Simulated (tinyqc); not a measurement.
Changing the temperature T: polytypes and stacking faults of a tetrahedral semiconductor in an axial Ising model with couplings up to third neighbours. Computed by tinyqc, a small Python program. Command: `OMP_NUM_THREADS=1 python tinyqc.py 3014255 3014256 out.jsonl polytype sweep`. One thread of a shared host (Intel(R) Xeon(R) Processor @ 2.30GHz), about 0.02 s of CPU time with the checks.

Each double layer has s = +1 or -1 for the sense of its stacking step; E per pair of atoms = E0 - sum_n J_n <s_i s_(i+n)>, n = 1, 2, 3. Hexagonality h = (1 - <s_i s_(i+1)>)/2.

Inputs (values chosen for the exercise, of the order of those of SiC for J, a, G and the gaps):
```
quantity,value,unit
J1,1.32,meV/pair
J2,-2.3,meV/pair
J3,-0.42,meV/pair
basal lattice constant a,3.08,angstrom
binding energy of the fault level E_b,0.23,eV
in-plane mass m,0.46,m0
effective density of states N_c at 300 K,1.9e+19,1/cm^3
electron density n,2.1e+19,1/cm^3
```

Host polytype: 6H.

fault coefficients k_n:
```
,J1,J2,J3
single Shockley (42),0.000000,0.000000,-4.000000
Frank-type (32),0.666667,1.333333,-2.000000
Frank-type (43),-0.666667,-1.333333,-2.000000
```

Constants: 1 eV/angstrom^2 = 16.02176634 J/m^2; m_0 = 9.1093837015e-31 kg; hbar = 1.054571817e-34 J s; k_B = 1.380649e-23 J/K; k_B = 8.617333262e-05 eV/K.

Method:
- Faults in 6H: the sequences single Shockley (42) (++++--), Frank-type (32) (+++--), Frank-type (43) (++++---) are put between perfect repeats; k_n = (layers x C_n of the host) - sum_i s_i s_(i+n). gamma = sum k_n J_n/A, A = (sqrt 3/2) a^2; 1 meV/angstrom^2 = 16.02177 mJ/m^2.
- The fault binds electrons in a two-dimensional band E_b below the conduction edge, g2 = m m0/(pi hbar^2) for one valley. With the Fermi level held by the bulk, eta = ln[n/N_c(T)], N_c(T) = N_c (T/300)^1.5, the grand potential falls by g2 (k_B T)^2 F1(x), x = eta + E_b/(k_B T), F1(x) = integral from 0 to infinity of ln(1 + exp(x - t)) dt; sheet density g2 k_B T ln(1 + e^x). Band bending by the trapped charge is left out, so the gain is an upper bound.
- Net fault energy = gamma of the single Shockley (42) fault less the electronic gain.

One run for each value:
```
temperature T (K),electronic gain (mJ/m^2),sheet density (1/cm^2),net fault energy (mJ/m^2),x
250,8.9580,4.5743e+13,-5.6817,11.050
406,7.9094,4.1831e+13,-4.6331,6.220
562,6.6864,3.6550e+13,-3.4101,3.908
719,5.5458,3.0716e+13,-2.2694,2.501
875,4.6124,2.5184e+13,-1.3361,1.545
1030,3.8969,2.0460e+13,-0.6206,0.841
1190,3.3468,1.6566e+13,-0.0704,0.276
1340,2.9642,1.3747e+13,0.3121,-0.153
1500,2.6593,1.1453e+13,0.6170,-0.535
```

Over the rows, electronic gain (mJ/m^2) falls from 8.96 to 2.66 (exponent d ln y / d ln x -0.26 between the first rows and -0.96 between the last); sheet density (1/cm^2) falls from 4.57e13 to 1.15e13 (exponent d ln y / d ln x -0.18 between the first rows and -1.6 between the last); net fault energy (mJ/m^2) rises from -5.68 to 0.617.

Caution (rows 250, 406, 562): the bulk is near degeneracy, where eta = ln(n/N_c) underestimates the Fermi level.
